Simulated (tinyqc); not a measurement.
Gate-all-around wire, scale length and short-channel effects: one step of the calculation.

A round wire of diameter ts in an insulator shell of thickness ti under a surrounding gate. Below threshold the potential that source and drain add obeys Laplace's equation and vanishes on the gate. Its lowest mode decays along the channel as exp(-k y); k is the smallest positive root of the matching condition at the interface, and the scale length is Lambda = pi/k.

Question. Threshold shift, barrier position and swing. Along the channel psi(y) = s + a exp(y/l) + b exp(-y/l) with psi(0) = Vbi, psi(L) = Vbi + Vds and l = 1/k = Lambda/pi; with A = Vbi - s, B = A + Vds, x = exp(-L/l): a = (B - A x) x/(1 - x^2), b = (A - B x)/(1 - x^2). The minimum is s + 2 sqrt(a b), at y = (l/2) ln(b/a). The long-channel potential follows the gate as s = sT + (Vg - VTL)/m, and the threshold VT is the gate voltage at which the minimum equals sT. Swing = m Vt ln 10/g at threshold, g = d(minimum)/ds = 1 - (b x + a)/((1 + x) sqrt(a b)).

Inputs (values chosen for the exercise); permittivities: semiconductor close to that of germanium, insulator close to that of silicon dioxide:
```
symbol  value  unit                                    meaning
T         350     K                                temperature
L          41    nm                             channel length
Vbi      0.88     V                    potential of the source
sT       0.75     V  potential of the barrier top at threshold
VTL      0.41     V                     long-channel threshold
m           1                         long-channel body factor
Vds       0.7     V                              drain voltage
```

Constants: q = 1.602176634e-19 C, kB = 1.380649e-23 J/K, Vt = kB T/q. Results are converted to the units shown.

l = 4.1597977 nm

Give: s at threshold; a; b; position of the minimum; VT; swing.

Answer.

s at threshold = 0.7451 V
a = 4.376e-5 V
b = 0.1348 V
position of the minimum = 16.71 nm
VT = 0.4051 V
swing = 70.93 mV/decade

The threshold lies 4.86 mV below the long-channel value, and the barrier top sits at 0.41 L from the source.

Numbers from tinyqc (`OMP_NUM_THREADS=1 python tinyqc.py 2420013 2420014 out.jsonl`; about 0.01 s on one thread of a shared Intel Xeon 2.30GHz).
